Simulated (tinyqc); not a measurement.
## Random telegraph noise from one oxide trap in a small MOSFET: effect of the temperature

An acceptor-like trap exchanges electrons with the channel. Inversion charge Q = Cox u, u = n Vt W0(exp((Vg - VT)/(n Vt))), W0 the Lambert function, n = nf, Cox = eps0 eox/tox; linear regime Id = (W/L) mu Q Vd. Relative to threshold the surface potential rises by Vt ln(u/u0) and the oxide voltage by the rest of Vg - VT, with u0 = n Vt W0(1).

N = Cox u/q; dpsi = Vt ln(u/u0); E = E0 - dpsi - (xt/tox)(Vg - VT - dpsi); capture time tc = 1/[(N/zi) vth s0 exp(-xt/lt - EB/Vt)]; emission time te = tc exp(-E/Vt); occupancy te/(tc + te). A = W L; threshold step dV = q (1 - xt/tox)/(Cox A); gm/Id = 1/(u + n Vt); relative step dI/I = (gm/Id) dV + asc mu/A. fc = (1/tc + 1/te)/(2 pi); rms = (dI/I) sqrt(tc te)/(tc + te). VT, nf, vth and mu are held fixed.

Inputs (values chosen for the exercise); values of the order met in silicon transistors: relative permittivity of the gate insulator (close to silicon dioxide) eox = 3.9; insulator thickness tox = 3 nm; depth of the trap from the channel interface xt = 1.1 nm; trap level above the channel Fermi level at threshold E0 = 0.21 eV; capture prefactor s0 = 9e-15 cm^2; capture barrier (lattice relaxation) EB = 0.3 eV; tunnelling decay length lt = 0.16 nm; thermal velocity vth = 1.2e7 cm/s; thickness of the inversion layer zi = 2.1 nm; threshold voltage VT = 0.26 V; body factor nf = 1.12; gate width W = 26 nm; gate length L = 140 nm; mobility mu = 210 cm^2/(V s); scattering coefficient of the charged trap asc = 1.1e-15 V s; drain voltage Vd = 0.05 V; gate voltage Vg = 0.78 V.

Constants: q = 1.602176634e-19 C, kB = 1.380649e-23 J/K, Vt = kB T/q, eps0 = 8.8541878128e-14 F/cm where lengths are in cm. Results are converted to the units shown.

Result of one run:

| E (eV) | tc (s) | te (s) | occupancy | dI/I (%) | fc (Hz) | rms dI/I (%) |
|---|---|---|---|---|---|---|
| -0.03455 | 6.507e-5 | 2.476e-4 | 0.7919 | 1.150 | 3089 | 0.4668 |

Which temperature T gave this result: 270, 300, 330 or 390 K?

T = 300 K.

The whole series:

| T (K) | E (eV) | tc (s) | te (s) | occupancy | dI/I (%) | fc (Hz) | rms dI/I (%) |
|---|---|---|---|---|---|---|---|
| 180 | -0.01849 | 0.1420 | 0.4676 | 0.7671 | 1.139 | 1.461 | 0.4814 |
| 210 | -0.02287 | 0.009080 | 0.03214 | 0.7797 | 1.142 | 22.48 | 0.4734 |
| 240 | -0.02699 | 0.001158 | 0.004268 | 0.7867 | 1.145 | 174.8 | 0.4691 |
| 270 | -0.03087 | 2.337e-4 | 8.808e-4 | 0.7903 | 1.148 | 861.8 | 0.4672 |
| 300 | -0.03455 | 6.507e-5 | 2.476e-4 | 0.7919 | 1.150 | 3089 | 0.4668 |
| 330 | -0.03803 | 2.289e-5 | 8.720e-5 | 0.7921 | 1.152 | 8777 | 0.4674 |
| 360 | -0.04135 | 9.597e-6 | 3.639e-5 | 0.7913 | 1.153 | 2.096e4 | 0.4686 |
| 390 | -0.04451 | 4.603e-6 | 1.730e-5 | 0.7899 | 1.154 | 4.377e4 | 0.4702 |

As T goes from 180 to 390, tc falls from 0.142 to 4.60e-6 s, te falls from 0.468 to 1.73e-5 s and dI/I rises from 1.14 to 1.15 %. Activation energies over the table: 0.298 eV for capture (EB = 0.3 eV, altered by the change of N) and 0.294 eV for emission.

Range of the model: VT is taken as given; short-channel effects and the uneven flow of current among few electrons are left out.

Computed by the program tinyqc: `OMP_NUM_THREADS=1 python tinyqc.py 2710079 2710080 out.jsonl`, one thread of a shared Intel Xeon 2.30GHz, about 0.01 s for the whole run.
